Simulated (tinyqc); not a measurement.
From results back to parameters: two-dimensional electron gas with Rashba and Dresselhaus coupling. Three cases, with inputs chosen for the exercise.

Problem. For pure Rashba coupling above the band crossing, k_outer - k_inner = al m/c with c = hbar^2/2m0, and each branch holds k^2/(4 pi) electrons per area. Beating of Shubnikov-de Haas oscillations gives the two densities; those below come from a hidden al (1e11/cm^2 = 1e-5/angstrom^2).

Constants: hbar^2/2m0 = 3.80998211 eV angstrom^2.

Case 1.

Values chosen (out of a larger set: of the size met in GaAs; not measured data): m = 0.0641 m0 (mass).

densities (1e11/cm^2): outer 1.288589, inner 1.211411

Case 2.

Values chosen (out of a larger set: of the size met in InAs; not measured data): m = 0.0242 m0 (mass).

densities (1e11/cm^2): outer 6.044151, inner 4.955849

Case 3.

Values chosen (out of a larger set: of the size met in InAs; not measured data): m = 0.0242 m0 (mass).

densities (1e11/cm^2): outer 6.332971, inner 5.667029

Find: k_outer, k_inner; al.

Solution. k = sqrt(4 pi n) for each branch, and al = c (k_outer - k_inner)/m.

Case 1.

k_outer, k_inner (1/angstrom): 0.01273  0.01234

al = 0.0230 eV angstrom

Case 2.

k_outer, k_inner (1/angstrom): 0.02756  0.02496

al = 0.410 eV angstrom

Case 3.

k_outer, k_inner (1/angstrom): 0.02821  0.02669

al = 0.240 eV angstrom

Computed by tinyqc, one run a case: `OMP_NUM_THREADS=1 python tinyqc.py N N+1 out.jsonl` with N = 1480242, 1480248, 1480476; one thread of a shared Intel(R) Xeon(R) Processor @ 2.30GHz, about 0.01 s a run at most.
